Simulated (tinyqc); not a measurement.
# Index and thickness from Psi and Delta

Inverse problem. Air (index 1), film, substrate with N2 = n2 - i k2; time factor exp(+i w t). q_j = sqrt(N_j^2 - sin^2 th), root with positive real part. Fresnel coefficients r_s = (q_a - q_b)/(q_a + q_b), r_p = (N_b^2 q_a - N_a^2 q_b)/(N_b^2 q_a + N_a^2 q_b). tan(Psi) exp(i Delta) = R_p/R_s, Delta taken from 0 to 360 degrees. beta = 2 pi d q1/lam, X = exp(-2 i beta), R = (r01 + r12 X)/(1 + r01 r12 X) for p and s. The film is transparent, with 1.15 < n1 < 2.9 and d under half a period. Find n1, d and the period.

Values chosen for this exercise:
- lam = 800 nm (wavelength)
- th = 70 degrees (angle of incidence)
- n2 = 3.692 (index of the substrate)
- k2 = 0.0065 (extinction coefficient of the substrate)

Psi = 21.857738 degrees
Delta = 99.499259 degrees

Answer. Two measured angles fix two unknowns; a search from many starts finds one solution in the range given. Thicker films with d plus a multiple of the period give the same angles.

n1 = 1.30
d = 76.0 nm
period = 445 nm

Computed by the program tinyqc: `OMP_NUM_THREADS=1 python tinyqc.py 2870103 2870104 out.jsonl`, one thread of a shared Intel Xeon 2.30GHz, about 0.4 s for the whole run.
